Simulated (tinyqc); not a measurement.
# Finite-difference solution of the diffusion equation on a small grid, step by step

A worked calculation. Computed by tinyqc, a small Python program that keeps every step. Command: `OMP_NUM_THREADS=1 python tinyqc.py 3016594 3016595 out.jsonl fdiff walk`. One thread of a shared host (Intel(R) Xeon(R) Processor @ 2.30GHz), about 0.01 s of CPU time with the checks. Intermediate numbers are printed to about 5 digits and carried at full precision; extremes and crossings named in words are read from the listed rows.

dC/dt = D d2C/dx2 on nodes x_j = j dx, j = 0..8; the far end is sealed.

Inputs (values chosen for the exercise):
```
quantity,value,unit
diffusivity D,28,nm^2/s
grid spacing dx,20,nm
time step dt,12,s
final time t_f,120,s
```

Boundary at x = 0: sealed surface. Scheme: Crank-Nicolson.

start values C_j, j = 0, 1, ... (% of a reference): [0.83, 26.4, 65.8, 100, 61.4, 32.8, 11.8, 0, 0]

## Mesh ratio and operator

The operator M acts as (M C)_j = C_(j-1) - 2 C_j + C_(j+1); at the sealed far end a mirror node gives 2 C_(N-2) - 2 C_(N-1); at j = 0, a mirror node gives 2 C_1 - 2 C_0. r = D dt/dx^2.

mesh ratio r = 0.84

operator M:
```
,0,1,2,3,4,5,6,7,8
0,-2,2,0,0,0,0,0,0,0
1,1,-2,1,0,0,0,0,0,0
2,0,1,-2,1,0,0,0,0,0
3,0,0,1,-2,1,0,0,0,0
4,0,0,0,1,-2,1,0,0,0
5,0,0,0,0,1,-2,1,0,0
6,0,0,0,0,0,1,-2,1,0
7,0,0,0,0,0,0,1,-2,1
8,0,0,0,0,0,0,0,2,-2
```

## Amplification factors

The mode of M with eigenvalue mu has its amplitude multiplied per step by g = (1 + (1 - theta) r mu)/(1 - theta r mu), with theta = 0 explicit, 1 implicit, 1/2 Crank-Nicolson; the explicit scheme is stable for r up to 2/|mu_min|.

eigenvalues mu of M: [-4.0000, -3.8478, -3.4142, -2.7654, -2.0000, -1.2346, -0.5858, -0.1522, 0.0000]

factors g: [-0.2537, -0.2355, -0.1783, -0.0747, 0.0870, 0.3170, 0.6051, 0.8798, 1.0000]

largest stable r of the explicit scheme = 0.5

The smallest factor is -0.254: the shortest waves flip sign at each step while they decay.

## Time step 1

C at the start (%): [0.83, 26.40, 65.80, 100.00, 61.40, 32.80, 11.80, 0.00, 0.00]

With r = D dt/dx^2: (1 - theta r M) C(new) = (1 + (1 - theta) r M) C(old); theta = 0 explicit, 1 implicit, 1/2 Crank-Nicolson.

C after step 1 (%): [29.178, 37.356, 57.791, 64.356, 58.853, 37.287, 18.804, 7.798, 3.560]

## Time step 2

The formulas are those given above.

C after step 2 (%): [39.553, 43.725, 50.803, 55.115, 49.494, 37.651, 23.592, 13.453, 10.011]

## All steps

The run takes n = round(t_f/dt) steps of length t_f/n. The dose is the trapezoidal sum of C dx; the error is the largest difference from exp(M D t/dx^2) C(0), the exact time evolution on the same grid.

Course of the run:
```
step,t (s),C_1,C_4,dose (% nm),largest error
1,12,37.356,58.853,5972.3,3.1036
2,24,43.725,49.494,5972.3,0.7661
3,36,45.611,44.930,5972.3,0.5889
4,48,46.303,41.878,5972.3,0.2992
5,60,46.142,40.093,5972.3,0.1944
6,72,45.639,38.998,5972.3,0.1167
7,84,44.969,38.339,5972.3,0.0782
8,96,44.248,37.939,5972.3,0.0604
9,108,43.536,37.697,5972.3,0.0458
10,120,42.862,37.551,5972.3,0.0346
```

C at the end (%): [43.265, 42.862, 41.684, 39.844, 37.551, 35.127, 32.969, 31.475, 30.941]

largest error at t_f = 0.034628 %

final dose = 5972.3 % nm

final C_4 = 37.551 %

The time-step error at the end is 0.035 on a scale of 43.3. Both ends are sealed, so the dose is conserved exactly, whatever the step.

## The three schemes as the step is halved

Each run reaches t_f in n equal steps; errors are the largest difference from exp(M D t_f/dx^2) C(0). A dash marks unstable explicit runs.

Largest error at t_f (%):
```
steps n,r,explicit,implicit,Crank-Nicolson
4,2.1000,-,2.1384,9.1574e-01
8,1.0500,-,1.0575,5.3954e-02
16,0.5250,-,0.5183,1.3563e-02
32,0.2625,0.24490,0.2553,3.3944e-03
64,0.1313,0.12391,0.1265,8.4881e-04
128,0.0656,0.06230,0.0630,2.1222e-04
256,0.0328,0.03124,0.0314,5.3055e-05
```

From the last two rows, halving the step divides the error by 1.99 (explicit), 2.01 (implicit), 4.00 (Crank-Nicolson): a factor 2 marks first order in dt and 4 second order. The explicit scheme needs n of at least 17 to be stable; the other two are stable at any step.

Checks made by the program: matrix exponential against 4096 Crank-Nicolson steps (relative difference 5e-09).
